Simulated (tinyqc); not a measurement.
Long-channel MOSFET, surface-potential model: two steps of the calculation.

n-channel transistor on a uniformly doped p-type body, gradual-channel approximation, constant mobility, Boltzmann statistics, full ionisation. Potentials are counted from the neutral body; V is the electron quasi-Fermi potential, Vsb at the source and Vsb + Vds at the drain. Charges are magnitudes per area.

Parameters, values chosen for the exercise; material values close to those of silicon:
```
symbol,value,unit,meaning
T,293,K,temperature
Vfb,-0.85,V,flat-band voltage
mu,380,cm^2/(V s),channel mobility
W,20,um,gate width
L,0.5,um,gate length
Vsb,0,V,source-body reverse bias
Vgs,2.31,V,gate-source voltage
Vds,0.5,V,drain-source voltage
```

Constants: q = 1.602176634e-19 C, kB = 1.380649e-23 J/K, Vt = kB T/q. Results are converted to the units shown.

Problem 1. Charges and current of the charge-sheet model. psi_0 and psi_L solve Vgs + Vsb - Vfb - psi = gamma sqrt(G) at V = Vsb and Vsb + Vds. Qi = Cox gamma [sqrt(G) - sqrt(psi - Vt)], G = psi - Vt + Vt exp((psi - 2 phiF - V)/Vt), at both ends. With U = Vgs + Vsb - Vfb: drift = mu (W/L) Cox [U (psi_L - psi_0) - (psi_L^2 - psi_0^2)/2 - (2/3) gamma ((psi_L - Vt)^1.5 - (psi_0 - Vt)^1.5)]; diffusion = mu (W/L) Vt (Qi0 - QiL).

psi_0 = 1.0539169 V
psi_L = 1.5169806 V
phiF = 0.47002056 V
Cox = 0.38958426 uF/cm^2
gamma = 1.1550506 V^0.5

Find: Qi0; QiL; drift current; diffusion current; drain current.

Solution 1.

Qi0 = 364.10 nC/cm^2
QiL = 90.493 nC/cm^2
drift current = 1589.7 uA
diffusion current = 105.01 uA
drain current = 1694.7 uA

Drift carries 93.8 % of the current.

Problem 2. Pao-Sah current by Simpson's rule. I = mu (W/L) integral of Qi dV; Simpson's rule on the 9 points, step Vds/8, weights 1, 4, 2, ..., 4, 1 times step/3.

Qi, Pao-Sah, point 0 to 8 (nC/cm^2): [368.02479, 331.21197, 294.96522, 259.28355, 224.18443, 189.71066, 155.94394, 123.03215, 91.249028]

Wanted: Pao-Sah current.

Solution 2.

Pao-Sah current = 1717 uA

Gauss-Legendre quadrature on many points gives 1717 uA, so this value is within 0.01 % of it; the charge-sheet current, 1695 uA, is 1.3 % below it.

Numbers from tinyqc (`OMP_NUM_THREADS=1 python tinyqc.py 2360039 2360040 out.jsonl`; about 0.04 s on one thread of a shared Intel Xeon 2.30GHz).
